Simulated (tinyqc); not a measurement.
# Pinning of the barrier by interface states

Cowley-Sze model with the space charge neglected: phiB = S (phiM - chi) + (1 - S)(Eg - phi0), S = 1/(1 + q Dit dl/(eps0 ei)), dl in cm.

Inputs (values chosen for the exercise); band and dielectric values close to those of germanium:

| symbol | value | unit | meaning |
|---|---|---|---|
| Eg | 0.66 | eV | band gap |
| chi | 3.98 | eV | electron affinity |
| dl | 0.5 | nm | thickness of the interfacial layer |
| ei | 3.9 |  | relative permittivity of the interfacial layer |
| phi0 | 0.33 | eV | neutral level above the valence band |
| phiM | 4.89 | eV | metal work function |

Constants: q = 1.602176634e-19 C, eps0 = 8.8541878128e-14 F/cm where lengths are in cm. Results are converted to the units shown.

Result of one run:

| Dit (cm^-2 eV^-1) | S | phiB (eV) | change of phiB for 0.5 eV more work function (eV) |
|---|---|---|---|
| 1e12 | 0.9773 | 0.8968 | 0.4887 |

What becomes of these results when the density of interface states Dit is changed from 1e12 to 3e14 cm^-2 eV^-1, all else the same?

Result of the changed run:

| Dit (cm^-2 eV^-1) | S | phiB (eV) | change of phiB for 0.5 eV more work function (eV) |
|---|---|---|---|
| 3e14 | 0.1256 | 0.4029 | 0.06282 |

The whole series:

| Dit (cm^-2 eV^-1) | S | phiB (eV) | change of phiB for 0.5 eV more work function (eV) |
|---|---|---|---|
| 1e11 | 0.9977 | 0.9087 | 0.4988 |
| 3e11 | 0.9931 | 0.9060 | 0.4965 |
| 1e12 | 0.9773 | 0.8968 | 0.4887 |
| 3e12 | 0.9349 | 0.8723 | 0.4675 |
| 1e13 | 0.8117 | 0.8008 | 0.4058 |
| 3e13 | 0.5896 | 0.6720 | 0.2948 |
| 1e14 | 0.3012 | 0.5047 | 0.1506 |
| 3e14 | 0.1256 | 0.4029 | 0.06282 |
| 1e15 | 0.04132 | 0.3540 | 0.02066 |

S falls from 0.998 to 0.0413, passing 1/2 at Dit = eps0 ei/(q dl) = 4.31e13 cm^-2 eV^-1. The barrier falls from 0.909 to 0.354 eV, from near the Schottky-Mott value phiM - chi = 0.910 eV towards the pinned value Eg - phi0 = 0.330 eV.

tinyqc, about 0.05 s, one thread, Intel Xeon 2.30GHz (shared host): `OMP_NUM_THREADS=1 python tinyqc.py 2020033 2020034 out.jsonl`
